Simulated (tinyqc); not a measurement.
## Delay unit and parasitic delay from two ring oscillators

Question. A ring of 21 inverters oscillates at 1/(2 x 21 d), with stage delay d = tau (h + p) for fan-out h. Find tau, p and the delay at fan-out 4.

frequencies of 21-stage ring oscillators with fan-out 2 and 5 (GHz): 0.95239619  0.50030939

Answer. d is a straight line in h with slope tau and intercept tau p.

tau = 7.530 ps
p = 1.320
delay at fan-out 4 = 40.06 ps

Computed by the program tinyqc: `OMP_NUM_THREADS=1 python tinyqc.py 2082149 2082150 out.jsonl`, one thread of a shared Intel Xeon 2.30GHz, about 0.01 s for the whole run.
